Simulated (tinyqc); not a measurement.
Comparisons within one model: buckled dimers of a reconstructed (001) surface, two dangling bonds a dimer. A value that a table varies takes the place of the one given here.

In a dimer one atom moves up by z and the other down by z; the dangling bond of the up atom (more s-like) falls by gm z and that of the down atom rises by gm z. With all dimers tilted alike: H(k) = [[-gm z - 2 ta cos k, -tp - 2 tx cos k], [., gm z - 2 ta cos k]], k along the row in 1/a. Two electrons a dimer fill the lowest N of the 2N levels on the mesh k_j = (j + 1/2) pi/N. Total energy a dimer: W(z) = (2/N) sum of the filled levels + kf z^2. Repulsion between electrons is left out.

Parameters, chosen for this exercise (of the size met on Si(001); shifted at random, so the results belong to these values and not to a real crystal): tp = 0.33 eV (pi coupling inside a dimer); ta = 0.22 eV (coupling between like atoms along the row); tx = 0 eV (diagonal coupling along the row); gm = 1.62 eV/angstrom (shift of a dangling bond with height); kf = 3.5 eV/angstrom^2 (force constant of buckling); N = 8 (k points).

## Energy against buckling

W relative to z = 0; gap as lowest upper less highest lower level on 201 points from 0 to pi.

Per dimer (eV):
```
z (angstrom)  band energy  elastic        W      gap
0.00               0.0000   0.0000   0.0000  -0.2200
0.05              -0.0098   0.0088  -0.0010  -0.2004
0.10              -0.0385   0.0350  -0.0035  -0.1448
0.15              -0.1018   0.0788  -0.0231  -0.0604
0.20              -0.1962   0.1400  -0.0562   0.0449
0.30              -0.4462   0.3150  -0.1312   0.2949
0.40              -0.7257   0.5600  -0.1657   0.5744
0.50              -1.0206   0.8750  -0.1456   0.8693
0.60              -1.3243   1.2600  -0.0643   1.1730
```

W is lowest at z = 0.4 among these rows (-0.1657 eV). The band energy falls as z^2 at first and linearly, as -2 gm z, once gm z is far above tp, so the elastic term always wins at large z. The gap opens near z = 0.179 angstrom.

## Strong pi bonds keep dimers flat

tp is varied; z minimises W on 0 to 1 angstrom; gap on 201 points; charge moved: the mean of gm z/sqrt((gm z)^2 + h^2) over the mesh, h the off-diagonal element.

Against tp:
```
tp (eV)  z (angstrom)  gain (eV)  gap (eV)  charge moved (e)
0.10           0.4587     0.1922    0.6197             0.991
0.20           0.4461     0.1823    0.6197             0.964
0.30           0.4242     0.1712    0.6197             0.916
0.45           0.3702     0.1199    0.6197             0.800
0.60           0.2776     0.0299    0.6197             0.600
0.80           0.0000     0.0000    0.7200             0.000
1.00           0.0000     0.0000    1.1200             0.000
1.30           0.0000     0.0000    1.7200             0.000
1.60           0.0000     0.0000    2.3200             0.000
```

Dimers buckle for tp up to 0.6 eV among these rows; for an isolated dimer the limit is gm^2/kf = 0.750 eV. While buckled, the splitting, on average over k, stays near 2 gm^2/kf = 1.500 eV whatever tp is, and beyond the limit it follows 2 tp; the gap is smaller by the width of the bands, about 4 ta = 0.88 eV.

## Tilting alike or in alternation

Alternation doubles the cell: sites L1, R1, L2, R2 with levels -gm z, +gm z, +gm z, -gm z, -tp inside a dimer, -2 ta cos k between L1-L2 and R1-R2, -2 tx cos k between L1-R2 and R1-L2, on k_j = (j + 1/2) pi/(2N); the lowest half of the levels is filled. Energies a dimer; gaps on these meshes.

Two patterns:
```
z (angstrom)  W alike (eV)  W alternating (eV)  difference (meV)  gap alike (eV)  gap alternating (eV)
0.05               -0.7297             -0.7570             -27.3         -0.1835                0.1633
0.10               -0.7322             -0.8074             -75.2         -0.1279                0.3246
0.15               -0.7517             -0.8595            -107.7         -0.0435                0.4864
0.20               -0.7849             -0.9070            -122.1          0.0618                0.6483
0.30               -0.8599             -0.9764            -116.5          0.3118                0.9722
0.40               -0.8944             -0.9994            -105.0          0.5913                1.2962
0.50               -0.8743             -0.9677             -93.4          0.8862                1.6201
```

The lowest W listed is -0.8944 eV for like tilts and -0.9994 eV for alternation; the difference at equal z runs from -122.1 to -27.3 meV. With alternation ta joins filled up atoms to empty down atoms and gains energy in second order, about 2 ta^2/(gm z) a dimer at large z, while tx does so for like tilts; here ta = 0.22 and tx = 0 eV. At z = 0.3 the gap is 0.312 eV alike and 0.972 eV alternating.

## What each parameter does

z minimises W on 0 to 1 angstrom; gain over flat dimers; gap on 201 points from 0 to pi. Each row changes one parameter from the base and keeps the others.

Results:
```
case                     z (angstrom)  gain (eV)  gap (eV)
base                           0.4156     0.1664    0.6197
tp = 0.281 eV                  0.4291     0.1754    0.6197
ta = 0.25 eV                   0.4156     0.1120    0.4997
tx = 0.03 eV                   0.4153     0.1683    0.6225
gm = 1.75 eV/angstrom          0.4631     0.2708    0.8700
kf = 3.15 eV/angstrom^2        0.4722     0.2352    0.7863
```

The largest shifts from the base row, up to three for each result and ties (the steps differ in size, so this ranks the rows, not the parameters). z (angstrom): kf +0.0566, gm +0.0475, tp +0.0135; unchanged at the printed digits by ta. gain (eV): gm +0.1044, kf +0.0688, ta -0.0544. gap (eV): gm +0.2503, kf +0.1666, ta -0.1200; unchanged at the printed digits by tp.

Program tinyqc; command `OMP_NUM_THREADS=1 python tinyqc.py 1452278 1452279 out.jsonl`; about 0.04 s on one thread of a shared Intel(R) Xeon(R) Processor @ 2.30GHz.
